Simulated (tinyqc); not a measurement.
Gate voltage for a given inversion charge.

Inverse problem. p-type body, charge-sheet picture, depletion and inversion only, full ionisation (an idealisation for deep acceptors), Boltzmann statistics (rough once Na exp(x - xn) passes about Nc/7). In units of Vt: xg = (Vg - Vfb)/Vt, x = psi/Vt, G = gamma/sqrt(Vt), xn = (2 phiF + Vc)/Vt. The implicit equation is (xg - x)^2 = G^2 [x - 1 + exp(x - xn)] for x above about 3. Cox = eps0 eox/tox. ni = sqrt(Nc Nv) exp(-Eg/(2 Vt)), Eg in volts; phiF = Vt ln(Na/ni); gamma = sqrt(2 q eps0 eps_r Na)/Cox. N_inv = (Cox Vt G/q) [sqrt(x - 1 + exp(x - xn)) - sqrt(x - 1)]. Find x - xn, psi and Vg.

Parameters, values chosen for the exercise; band and dielectric values close to those of silicon:
- T = 400 K (temperature)
- Eg = 1.13 eV (band gap)
- eps_r = 11.9 (relative permittivity)
- Nc = 4.39e19 cm^-3 (conduction-band density of states at T)
- Nv = 4.14e19 cm^-3 (valence-band density of states at T)
- eox = 3.9 (relative permittivity of the gate insulator (close to silicon dioxide))
- tox = 5.6 nm (insulator thickness)
- Na = 1.1e18 cm^-3 (acceptor density)
- Vfb = -0.33 V (flat-band voltage)
- Vc = 1 V (channel-body voltage)

Constants: q = 1.602176634e-19 C, kB = 1.380649e-23 J/K, Vt = kB T/q, eps0 = 8.8541878128e-14 F/cm where lengths are in cm. Results are converted to the units shown.

N_inv = 1.2e11 cm^-2

Answer. N_inv rises steadily with x, so it fixes x; the implicit equation then gives xg directly.

x - xn = 0.9305
psi = 1.910 V
Vg = 2.965 V

tinyqc, about 0.01 s, one thread, Intel Xeon 2.30GHz (shared host): `OMP_NUM_THREADS=1 python tinyqc.py 2122122 2122123 out.jsonl`
